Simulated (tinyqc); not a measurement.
## One gate, two gates and a surrounding gate

Below threshold the potential that source and drain add obeys Laplace's equation, vanishes on the gates and decays along the channel as exp(-k y). The same ts (depleted depth over a conducting body, body thickness or wire diameter), ti and permittivities in three geometries; k is the smallest positive root of: one gate, f(k) = eps_r sin(k ti) cos(k ts) + ei cos(k ti) sin(k ts); two gates, f(k) = ei cos(k ti) cos(k ts/2) - eps_r sin(k ti) sin(k ts/2); wire, f(k) = ei J0(u)[J1(u) Y0(v) - Y1(u) J0(v)] - eps_r J1(u)[J0(u) Y0(v) - Y0(u) J0(v)], u = k ts/2, v = u + k ti. Parabolic estimates of l: sqrt((eps_r/ei) ts ti); sqrt((eps_r/(2 ei)) ts ti (1 + ei ts/(4 eps_r ti))); sqrt([2 eps_r ts^2 ln(1 + 2 ti/ts) + ei ts^2]/(16 ei)), in the same order.

Inputs (values chosen for the exercise); permittivities: semiconductor close to that of silicon, insulator close to that of zirconium oxide: relative permittivity of the semiconductor eps_r = 11.7; relative permittivity of the insulator ei = 24.8; insulator thickness ti = 7.9 nm; wire diameter ts = 5.9 nm.

Scale lengths (nm):

|  | Lambda = pi/k | l = 1/k | l(parabolic) |
|---|---|---|---|
| one gate over a conducting body | 14.50 | 4.615 | 4.689 |
| two gates | 18.77 | 5.975 | 3.917 |
| wire | 13.31 | 4.235 | 2.202 |

What does the table show?

The wire has the shortest scale length, 0.709 times that of the double gate; the single gate over a conducting body has 0.772 times it, its layer ending directly on a conductor where the double gate has a second insulator. The parabolic estimates are 1.6 % above, 34 % below and 48 % below the exact l, in the order of the rows.

Computed by the program tinyqc: `OMP_NUM_THREADS=1 python tinyqc.py 2420085 2420086 out.jsonl`, one thread of a shared Intel Xeon 2.30GHz, about 0.01 s for the whole run.
